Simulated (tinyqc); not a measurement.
What each input does: propagation of a band-gap error through k.p and effective-mass formulas.

Chain, for a gap E (the reference Eg or another value), with Ep and Dso kept: 1/me = 1 + Ep (E + 2 Dso/3)/(E (E + Dso)); g* = 2 - 2 Ep Dso/(3 E (E + Dso)); g1(E) = g1 + (Ep/3)(1/E - 1/Eg), g2(E) = g2 + (Ep/6)(1/E - 1/Eg), light hole 1/(g1 + 2 g2), heavy hole 1/(g1 - 2 g2) along [100]; optical constant ei(E) = 1 + (ei - 1)(EP/(EP + E - Eg))^2, static e0(E) = ei(E) + e0 - ei.

Donor: R = Ry me/e0^2, a_B = a0 e0/me, Mott density (0.26/a_B)^3. Nc, Nv = 2 (m kT/(4 pi c))^(3/2), c = hbar^2/2m0, ni = sqrt(Nc Nv) exp(-E/2kT). Exciton: Ry mu/e0^2 with 1/mu = 1/me + g1(E). 1 angstrom^-3 = 1e24 cm^-3.

Constants: Ry = 13.60569312 eV; a0 (Bohr radius) = 0.5291772105 angstrom; kB = 8.617333262e-05 eV/K; hbar^2/2m0 = 3.80998211 eV angstrom^2.

Parameters, chosen for this exercise (reference values near those of CdTe, gap at low temperature; shifted at random, so the results belong to these values and not to a real crystal):
- Eg = 1.59 eV (gap at Gamma to the s-like level)
- Dso = 0.903 eV (spin-orbit splitting)
- Ep = 18.6 eV (Kane energy)
- g1 = 5.33 (Luttinger gamma1)
- g2 = 1.7 (gamma2)
- e0 = 10.03 (static dielectric constant)
- ei = 7.1 (optical dielectric constant)
- EP = 5.32 eV (mean (Penn) gap)
- mh = 0.36 m0 (density-of-states mass of the holes)
- T = 400 K (temperature)
- Eg2 = 2.592 eV (a wrong gap, of the size a hybrid with far too much exact exchange can give)

All at E = Eg2.

One parameter was then changed.

Results before and after:
```
case     me (m0)  light hole (m0)    e0  donor (meV)  exciton (meV)  log10 ni
base      0.1323           0.1750  8.25       26.452         17.567     2.267
changed   0.1422           0.1679  8.25       28.425         18.213     2.290
```

Which of these changes was made? (a) Eg2 = 2.799 eV; (b) EP = 5.746 eV; (c) ei = 7.668; (d) T = 368 K; (e) Ep = 17.112 eV; (f) Dso = 0.831 eV; (g) g1 = 4.904; (h) mh = 0.389 m0.

Answer: (e) Ep = 17.112 eV. Of the candidates, run in turn, only this one gives the changed row.

All candidates:
```
case            me (m0)  light hole (m0)    e0  donor (meV)  exciton (meV)  log10 ni
base             0.1323           0.1750  8.25       26.452         17.567     2.267
Eg2 = 2.799 eV   0.1407           0.1865  7.98       30.071         19.874     0.983
Dso = 0.831 eV   0.1317           0.1750  8.25       26.322         17.509     2.265
Ep = 17.112 eV   0.1422           0.1679  8.25       28.425         18.213     2.290
g1 = 4.904       0.1323           0.1891  8.25       26.452         18.250     2.267
EP = 5.746 eV    0.1323           0.1750  8.35       25.801         17.135     2.267
ei = 7.668       0.1323           0.1750  8.08       27.548         18.295     2.267
mh = 0.389 m0    0.1323           0.1750  8.25       26.452         17.567     2.292
T = 368 K        0.1323           0.1750  8.25       26.452         17.567     0.792
```

(tinyqc, `OMP_NUM_THREADS=1 python tinyqc.py 1881260 1881261 out.jsonl`, Intel(R) Xeon(R) Processor @ 2.30GHz, 1 thread, shared host, about 0.01 s.)
